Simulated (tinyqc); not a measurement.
## Van der Pauw, Hall and four-point-probe measurements on a doped layer: correction factor against the shape of the sample

A uniform n-type layer with sheet resistance Rs = 1/(q ns mu), point contacts, low field (mu B small).

Rs = 1/(q ns mu). For a rectangle with contacts at the corners, RA = (8 Rs/pi) sum_(k>=0) ln coth((2k + 1) pi a/(2 b)) with current along a short side b and voltage along the opposite one, RB the same with a and b exchanged. ar = a/b. F = Rs/[(pi/ln 2)(RA + RB)/2]; small-asymmetry estimate 1 - (ln 2/2) d^2 - ((ln 2)^2/4 - (ln 2)^3/12) d^4 with d = (RB - RA)/(RB + RA).

Parameters, values chosen for the exercise: sheet density of the layer ns = 1.1e15 cm^-2; drift mobility mu = 69 cm^2/(V s).

Constants: q = 1.602176634e-19 C. Results are converted to the units shown.

Correction factor against the shape of the sample:
```
ar,RA (ohm),RB (ohm),RB/RA,F,estimate of F
1,18.144,18.144,1.0000,1.0000,1.0000
1.34,6.2213,40.660,6.5355,0.77403,0.78609
1.69,2.0713,67.428,32.554,0.52212,0.62128
2.03,0.71176,94.714,133.07,0.38027,0.57672
2.37,0.24459,122.44,500.59,0.29577,0.56529
2.71,0.084054,150.32,1788.4,0.24126,0.56225
3.06,0.027992,179.07,6397.4,0.20261,0.56140
3.4,0.0096192,207.02,21522,0.17527,0.56116
```

RB/RA rises from 1.00 to 21500 and F falls from 1.00 to 0.175. The estimate is 19 % above F at a/b = 1.69 and 3.20 times it in the last row. RA shrinks about as exp(-pi a/b): by a factor of 2.91 between the last two rows, against 2.91.

Numbers from tinyqc (`OMP_NUM_THREADS=1 python tinyqc.py 2850125 2850126 out.jsonl`; about 0.01 s on one thread of a shared Intel Xeon 2.30GHz).
